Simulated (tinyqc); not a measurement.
Frequency dispersion of an accumulation capacitance by border traps, distributed model: one step of the calculation.

Traps spread evenly through the insulator exchange electrons with the semiconductor by tunnelling, with tau(x) = t0 exp(2 ka x) at depth x from the interface. The admittance per area Y seen at depth x obeys dY/dx = -Y^2/(i w eps0 eox) + q Nb ln(1 + i w tau)/tau, with Y(0) = i w Cs and w = 2 pi f; the gate sees Y(tox) = G + i w C. Working variable y = Y/(i w), in uF/cm^2. Cox = eps0 eox/tox.

Task. Midpoint steps through the active depth. In terms of y: dy/dx = -y^2/(eps0 eox) + s(x), s = q Nb ln(1 + z)/z, z = i w tau. 11 midpoint steps of h = xe/11: y_half = y + (h/2) y'(x, y), y(new) = y + h y'(x + h/2, y_half).

Parameters, values chosen for the exercise; permittivity close to that of aluminium oxide:
- eox = 8.1 (relative permittivity of the insulator)
- Cs = 1.2 uF/cm^2 (semiconductor capacitance in accumulation)
- Nb = 1.2e20 cm^-3 eV^-1 (density of border traps)
- ka = 3.9 1/nm (decay constant of the wave function in the insulator)
- t0 = 5e-11 s (time constant of a trap at the interface)
- f = 1000 Hz (frequency)
- xe = 2.6 nm (depth down to which the steps are taken)

Constants: q = 1.602176634e-19 C, eps0 = 8.8541878128e-14 F/cm where lengths are in cm. Results are converted to the units shown.

Give: x; s; y.

Result.

```
point,x (nm),s (uF/(cm^2 nm)),y (uF/cm^2)
0,0,1.9226+0.0000i,1.2000+0.0000i
1,0.23636,1.9226+0.0000i,1.5895+0.0000i
2,0.47273,1.9226+0.0000i,1.9401+0.0000i
3,0.70909,1.9226-0.0001i,2.2485+0.0000i
4,0.94545,1.9226-0.0005i,2.5143-0.0001i
5,1.1818,1.9226-0.0030i,2.7395-0.0003i
6,1.4182,1.9224-0.0192i,2.9275-0.0020i
7,1.6545,1.9125-0.1206i,3.0823-0.0126i
8,1.8909,1.6221-0.5941i,3.1949-0.0761i
9,2.1273,0.5236-0.6239i,3.1050-0.2296i
10,2.3636,0.0927-0.2087i,2.8626-0.2652i
11,2.6000,0.0149-0.0506i,2.6264-0.2422i
```

Computed by the program tinyqc: `OMP_NUM_THREADS=1 python tinyqc.py 2202051 2202052 out.jsonl`, one thread of a shared Intel Xeon 2.30GHz, about 0.4 s for the whole run.
